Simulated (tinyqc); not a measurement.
# Mass and degeneracy from charge and saturation current

Problem. At high drain voltage only states moving towards the drain are filled: n = (N0/2) F_0(eta), N0 = gv m kB T/(pi hbar^2), F_0(x) = ln(1 + exp x), and I = q (N0/2) vT F_(1/2)(eta) per width, vT = sqrt(2 kB T/(pi m)), F_(1/2)(x) = (2/sqrt(pi)) int_0^infinity u^(1/2)/(1 + exp(u - x)) du. Find eta and m.

Inputs (values chosen for the exercise):
```
symbol,value,unit,meaning
T,300,K,temperature
gv,4,,valley degeneracy
```

Constants: q = 1.602176634e-19 C, kB = 1.380649e-23 J/K, hbar = 1.054571817e-34 J s, m0 = 9.1093837015e-31 kg. Results are converted to the units shown.

n = 9.0125917e12 cm^-2
I = 3355.6537 uA/um

Answer. The mass drops out of I^2/(q^2 n) = gv (kB T)^2 F_(1/2)^2/(pi^2 hbar^2 F_0), which rises with eta and so fixes it; n then gives m.

eta = 3.33
m = 0.124 m0

Computed by the program tinyqc: `OMP_NUM_THREADS=1 python tinyqc.py 2400085 2400086 out.jsonl`, one thread of a shared Intel Xeon 2.30GHz, about 0.01 s for the whole run.
